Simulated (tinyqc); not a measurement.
# Changing the backscatter ratio eta

Model: electron-beam lithography: double-Gaussian proximity function, edge placement and dose correction for parallel lines. Computed by tinyqc, a small Python program. Command: `OMP_NUM_THREADS=1 python tinyqc.py 3113799 3113800 out.jsonl proximity sweep`. One thread of a shared host (Intel(R) Xeon(R) Processor @ 2.30GHz), about 0.01 s of CPU time with the checks.

Lines are infinitely long. Absorbed energy is counted so that the middle of a very large area written at dose 1 receives 1; the resist develops where it exceeds 1/2.

Inputs (values chosen for the exercise, of the order of those for 50 keV electrons in resist on silicon):
```
quantity                              value               unit
forward range alpha                   0.012         micrometre
backscatter range beta                  9.9         micrometre
base dose D0                            100  microcoulomb/cm^2
width of the test line                 0.17         micrometre
pattern density around the test line  0.073                  -
```

line widths (micrometre): 0.11  0.066  0.034  2.3  0.063

gaps between the lines (micrometre): 0.052  0.082  0.18  2.9

Method:
- The first line starts at x = 0; each next one starts after the width and the gap.
- f(r) = [exp(-r^2/alpha^2)/alpha^2 + eta exp(-r^2/beta^2)/beta^2]/(pi (1 + eta)). A line from a to b at dose d gives E(x) = d [S(alpha) + eta S(beta)]/(1 + eta), S(s) = [erf((b - x)/s) - erf((a - x)/s)]/2.
- M_ij is the mean of E at the two edges of line i from line j at dose 1.
- Uncorrected edge energies are M 1. Solve M d = 1/2 for the doses d that put the mean edge energy of every line at the threshold.
- A test line of width w << beta in surroundings of density rho, all at dose d: near its edge E(x) = d [S + eta rho]/(1 + eta), S = [erf((b - x)/alpha) - erf((a - x)/alpha)]/2 for edges a and b, the second term being the background energy. Dose to size d_s = (1 + eta)/(erf(w/alpha) + 2 eta rho), dose = d_s D0; edge slope d [1 - exp(-w^2/alpha^2)]/(sqrt(pi) alpha (1 + eta)); width change per 1 % of dose = 2 x 0.01 x (1/2)/slope.

One run for each value:
```
backscatter ratio eta  largest over smallest dose  dose to size d_s  width change per 1 % of dose (nm)
0.1                                         1.004             1.084                             0.2158
0.3                                         1.012             1.245                             0.2220
0.5                                         1.021             1.398                             0.2282
0.7                                         1.029             1.542                             0.2344
0.9                                         1.037             1.679                             0.2406
1.1                                         1.046             1.809                             0.2469
1.3                                         1.054             1.933                             0.2531
1.5                                         1.062             2.051                             0.2593
1.7                                         1.071             2.163                             0.2655
```

Describe the trends.

Over the rows, largest over smallest dose rises from 1.00 to 1.07 (exponent d ln y / d ln x 0.0075 between the first rows and 0.062 between the last); dose to size d_s rises from 1.08 to 2.16 (exponent d ln y / d ln x 0.13 between the first rows and 0.43 between the last); width change per 1 % of dose (nm) rises from 0.216 to 0.265 (exponent d ln y / d ln x 0.026 between the first rows and 0.19 between the last).

Extremes, crossings and ranges named in words are read from the listed rows.
